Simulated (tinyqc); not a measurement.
Inside a calculation. Method: Hubbard chain of 2 sites. Computed by tinyqc, a small Python program that keeps every step. Settings: hopping = 0.85, U = 12.0, mixing = 1, iteration cap = 85. Command: `OMP_NUM_THREADS=1 python tinyqc.py 21102 21103 out.jsonl` (the two numbers bound the seeds that draw the settings). One thread of a shared host (Intel(R) Xeon(R) Processor @ 2.60GHz), about 0.2 s of CPU time with the checks.

one-body matrix (hopping and site energies) (eV):
```
,1,2
1,0.00000,-0.85000
2,-0.85000,0.00000
```

U = 12.00000 eV

electrons, up and down: 1  1

n(up) at the start (a guess, not normalised): 1 0.50000, 2 0.50000

n(down) at the start (a guess): 1 0.50000, 2 0.50000

Each step fills the lowest levels of T + U n(other spin) and sets n(new) = n + mixing (n(out) - n); stop when output and input agree to 1e-8.

Course of the cycle:
```
iteration,E (eV),largest |n(out) - n(in)|,mean |n_up - n_down|
1,4.3000000,1.11e-16,0.00000
```

Can the last value be used, and what does the course show?

No, though the log alone does not show it. Converged in 1 iterations. But random starts reach -0.12042 eV, so this is another stationary point, not the lowest one. Reruns (cap 100 unless said): mixing 0.2: converged in 1 to a higher stationary point (E = 4.30000); mixing 0.5: converged in 1 to a higher stationary point (E = 4.30000); mixing 0.9: converged in 1 to a higher stationary point (E = 4.30000). Before convergence this energy mixes input and output and is not variational, so it may rise towards its limit.
